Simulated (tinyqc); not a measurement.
Precursor delivery by bubblers, mass-transport growth and the solid composition of a III-V alloy. Changing the bath temperature T2. Computed by tinyqc, a small Python program. Command: `OMP_NUM_THREADS=1 python tinyqc.py 3000957 3000958 out.jsonl movpe_thermo sweep`. One thread of a shared host (Intel(R) Xeon(R) Processor @ 2.30GHz), about 0.02 s of CPU time with the checks.

1 sccm = 44.615 micromol/min; 1 torr = 133.322 Pa. The sources decompose fully at the surface.

Inputs (values chosen for the exercise, modelled on triethylgallium (source 1) and trimethylindium (source 2) for the vapour pressures):
```
quantity,value,unit
bath temperature T1,293,K
bubbler pressure p_b,760,torr
carrier flow F1,19,sccm
carrier flow F2,20,sccm
total flow F_t,6.5,slm
group-V flow F_V,230,sccm
reactor pressure p,760,torr
growth temperature T,830,K
diffusivity at 273 K and 760 torr,0.47,cm^2/s
flow cross-section A,30,cm^2
distance from the leading edge z,10,cm
lattice constant a,5.56,angstrom
interaction L0 of the solid,8.59,kJ/mol
"log10 of p_B,eq over pure BC at 1000 K and 1 torr of group V (exaggerated: liquid indium has about -4.1)",-3.2,log10 torr
enthalpy of that equilibrium H,253,kJ/mol
```

Alloy: mixing on the group-III sites, with desorption of B.

constants a, b of source 1 (log10 torr, K): [8.067, 2162]

constants a, b of source 2 (log10 torr, K): [10.52, 3014]

Constants: k_B = 1.380649e-23 J/K; R = 8.314462618 J/(mol K).

Method:
- log10 p_v = a - b/T_bath; molar flow = F x 44.615 x p_v/(p_b - p_v) for a saturated bubbler.
- p_i = p n_i/(44615 F_t), F_t in slm; p_V = p F_V/(1000 F_t), counted per molecule supplied; V/III = 44.615 F_V/(n1 + n2); vapour fraction of source 2 = n2/(n1 + n2).
- Mean velocity u = (F_t/A)(760/p)(T/273); D = D0 (T/273)^1.75 (760/p); boundary layer delta = sqrt(pi D z/u); flux = D dp/(delta k_B T); growth rate = flux x a^3/4.
- A sticks fully. B desorbs: its surface pressure is p_B* = x gamma_B K/sqrt(p_V), ln gamma_B = L0 (1 - x)^2/(R T), K = 10^(log10 K at 1000 K) exp[-(H/R)(1/T - 1/1000)], p_V in torr. With equal diffusivities x = (p_2 - p_B*)/(p_1 + p_2 - p_B*). Growth rate = rate per torr x p_1/(1 - x).

One run for each value:
```
bath temperature T2 (K),vapour pressure 2 (torr),molar flow 2 (micromol/min),vapour fraction of source 2,solid fraction x
276,0.3978,0.4673,0.07865,0.07864
281,0.6223,0.7313,0.11783,0.11782
286,0.9584,1.1266,0.17066,0.17066
291,1.4542,1.7106,0.23806,0.23805
296,2.1755,2.5616,0.31874,0.31874
301,3.2115,3.7866,0.40885,0.40885
311,6.7403,7.9845,0.59323,0.59323
```

Give the missing row, bath temperature T2 (K) = 306.

Computed row; columns: (1) bath temperature T2 (K); (2) vapour pressure 2 (torr); (3) molar flow 2 (micromol/min); (4) vapour fraction of source 2; (5) solid fraction x:
```
(1)     (2)     (3)      (4)      (5)
306  4.6809  5.5298  0.50249  0.50249
```

Interpolating between the two neighbouring rows (linearly) misses most in molar flow 2 (micromol/min), by 6.4 %. Over the rows, vapour pressure 2 (torr) rises from 0.398 to 6.74 (exponent d ln y / d ln x 25 between the first rows and 22 between the last); molar flow 2 (micromol/min) rises from 0.467 to 7.98 (exponent d ln y / d ln x 25 between the first rows and 23 between the last); vapour fraction of source 2 rises from 0.0786 to 0.593 (exponent d ln y / d ln x 23 between the first rows and 10 between the last).

Caution (all rows): the boundary layer is a quarter or more of the root of the cross-section, so it fills much of the channel and depletion along the flow matters.

Extremes, crossings and ranges named in words are read from the listed rows.
